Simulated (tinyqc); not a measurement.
# Capacitance measurement on a leaky thin oxide: effects of series resistance and leakage: effects of single changes

The device is a capacitance C in parallel with a leakage conductance G, in series with Rs and Ls. An impedance meter reports either a parallel pair (Cp, Gp) from Y = 1/Z = Gp + i w Cp or a series pair (Cs, Rm) from Z = Rm + 1/(i w Cs); w = 2 pi f, dissipation D = Gp/(w |Cp|).

Inputs (values chosen for the exercise); values of the order met in thin-oxide MOS capacitors:
```
symbol  value    unit                                                                 meaning
eox      9.01          relative permittivity of the gate insulator (close to aluminium oxide)
tox         3      nm                                                     insulator thickness
A       10000    um^2                                                               gate area
zc       0.43      nm              oxide-equivalent thickness added by the accumulation layer
zp          0      nm                      oxide-equivalent thickness added by gate depletion
Jg      0.016  A/cm^2              gate leakage current density, not matched to the thickness
Vs       0.22       V                               voltage for an e-fold rise of the leakage
Rs         13     ohm                                                       series resistance
Ls          0      nH                                                       series inductance
f         1e6      Hz                                                     measuring frequency
```

Constants: eps0 = 8.8541878128e-14 F/cm where lengths are in cm. Results are converted to the units shown.

Each table varies one quantity; the others keep the values above.

## Readings against frequency

EOT = 3.9 tox/eox; CET = EOT + zc + zp; C = 3.9 eps0 A/CET; G = Jg A/Vs. Z = Rs + i w Ls + 1/(G + i w C); CET read from Cp = 3.9 eps0 A/Cp; errors under 0.001 % are printed as 0.

The same in every row: C (pF) = 199.77.

Results:
```
f (Hz),Cp (pF),Cs (pF),D,error of Cp (%),error of Cs (%),CET read from Cp (nm)
1000,199.73,6906.4,5.7947,-0.0189,3360,1.7289
3000,199.73,944.95,1.9316,-0.0189,373,1.7289
10000,199.73,266.84,0.57963,-0.0189,33.6,1.7289
30000,199.73,207.22,0.19365,-0.0189,3.73,1.7289
1e5,199.73,200.44,0.059578,-0.0192,0.336,1.7289
1e6,199.68,199.78,0.022112,-0.0455,3.36e-3,1.7293
3e6,199.25,199.77,0.050884,-0.258,0,1.7330
1e7,194.55,199.77,0.16375,-2.61,0,1.7749
3e7,161.13,199.77,0.48972,-19.3,0,2.1431
```

Estimate the missing row, f = 3e5 Hz.

Computed row:
```
f (Hz),Cp (pF),Cs (pF),D,error of Cp (%),error of Cs (%),CET read from Cp (nm)
3e5,199.73,199.84,0.024211,-0.0213,0.0373,1.7289
```

With this row back in the table: D goes from 5.79 through a minimum of 0.0221 (at f = 1e6 Hz among the rows listed) to 0.490; without inductance its minimum lies at f = sqrt(G (1 + G Rs)/Rs)/(2 pi C) = 5.96e5 Hz. The error of Cp goes from -0.0189 to -19.3 % and that of Cs from 3360 to 0 %; at low frequency Cp tends to C/(1 + G Rs)^2 and Cs grows as 1 + (G/(w C))^2. One of the two readings is within 2 % of C for f = 1000, 3000, 10000, 30000, 1e5, 3e5, 1e6, 3e6, 1e7, 3e7 Hz. For f = 1000, 3000 D exceeds 1, where the accuracy of real meters degrades in proportion to sqrt(1 + D^2).

## Effect of the series resistance

Same model as above.

The same in every row: C (pF) = 199.8; Cs (pF) = 199.8.

Effect of the series resistance:
```
Rs (ohm),Cp (pF),D,error of Cp (%),error of Cs (%),CET read from Cp (nm)
1,199.8,0.007049,-1.61e-3,3.36e-3,1.729
3,199.8,0.009560,-5.78e-3,3.36e-3,1.729
10,199.7,0.01835,-0.0303,3.36e-3,1.729
30,199.4,0.04345,-0.185,3.36e-3,1.732
100,196.4,0.1313,-1.69,3.36e-3,1.758
300,174.3,0.3824,-12.8,3.36e-3,1.981
1000,77.13,1.261,-61.4,3.36e-3,4.477
3000,13.12,3.771,-93.4,3.36e-3,26.31
```

As Rs goes from 1 to 3000, the error of Cp goes from -0.00161 to -93.4 %, that of Cs from 0.00336 to 0.00336 %, and D rises from 0.00705 to 3.77. The CET read from Cp goes from 1.73 to 26.3 nm against the true 1.73 nm. Rs does not enter the imaginary part of Z, so Cs does not depend on it. For Rs = 1000, 3000 D exceeds 1, where the accuracy of real meters degrades in proportion to sqrt(1 + D^2).

Program tinyqc, `OMP_NUM_THREADS=1 python tinyqc.py 2022174 2022175 out.jsonl`; Intel Xeon 2.30GHz, shared host, one thread, about 0.01 s.
